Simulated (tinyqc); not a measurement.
Changing the time t: growth of a silicide layer between metal and silicon: linear-parabolic kinetics, ramp anneals and Kissinger analysis. Computed by tinyqc, a small Python program. Command: `OMP_NUM_THREADS=1 python tinyqc.py 3018143 3018144 out.jsonl silicide sweep`. One thread of a shared host (Intel(R) Xeon(R) Processor @ 2.30GHz), about 0.09 s of CPU time with the checks.

One compound layer of thickness x grows by diffusion through itself and reaction at an interface, dx/dt = 1/(2x/K + 1/v), until the metal is used up at x = a h.

Inputs (values chosen for the exercise, modelled on CoSi2): metal thickness h = 39 nm; silicide formed per metal thickness a = 3.52; prefactor of the parabolic constant K = 4.8e+13 nm^2/s; activation energy E of K = 2.28 eV; prefactor of the interface velocity v = 1.7e+14 nm/s; activation energy E_v = 2.51 eV; temperature T = 645 C.

Constants: k_B = 8.617333262e-05 eV/K.

Method:
- The silicide ends at the thickness a h.
- K = K0 exp(-E/(k_B T)), v = v0 exp(-E_v/(k_B T)).
- Temperatures in kelvin are T(C) + 273.15.
- x^2/K + x/v = t, so x = (K/(2v)) [sqrt(1 + 4 v^2 t/K) - 1], capped at a h; completion time t_c = (a h)^2/K + a h/v, a h being the final thickness; crossover thickness K/v.

One run for each value:
```
time t (s)  thickness at time t (nm)
0.3                             0.74
0.95                            1.96
3                               4.53
9.5                             9.50
30                             18.55
95                             34.83
300                            63.79
950                           115.46
3000                          137.28
```

What does the table show, and why?

Over the rows, thickness at time t (nm) rises from 0.744 to 137 (exponent d ln y / d ln x 0.84 between the first rows and 0.15 between the last). Growth is linear well below the crossover thickness K/v, would be parabolic well above it, and ends at a h = 137.28 nm.

Caution (all rows): a disilicide really forms through metal-rich phases and by nucleation, not as one layer from the metal.

Extremes, crossings and ranges named in words are read from the listed rows.
